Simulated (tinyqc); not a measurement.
Worked calculation: plane-wave Kohn-Sham cycle with exchange-only LDA in a layered model solid. One step of it, computed by the program tinyqc.

Problem. Iteration 2: levels at that k. Diagonalise the Hermitian matrix.

H (hartree):
```
           -3         -2         -1         +0         +1         +2         +3
-3   1.803331  -0.268873   0.004905   0.003078   0.000413   0.000119   0.000169
-2  -0.268873   0.645785  -0.268873   0.004905   0.003078   0.000413   0.000119
-1   0.004905  -0.268873  -0.024373  -0.268873   0.004905   0.003078   0.000413
+0   0.003078   0.004905  -0.268873  -0.207144  -0.268873   0.004905   0.003078
+1   0.000413   0.003078   0.004905  -0.268873   0.097474  -0.268873   0.004905
+2   0.000119   0.000413   0.003078   0.004905  -0.268873   0.889479  -0.268873
+3   0.000169   0.000119   0.000413   0.003078   0.004905  -0.268873   2.168872
```

Give: eigenvalues.

Solution.

eigenvalues (hartree): -0.5055  -0.0683  0.2357  0.6952  0.9267  1.8649  2.2247
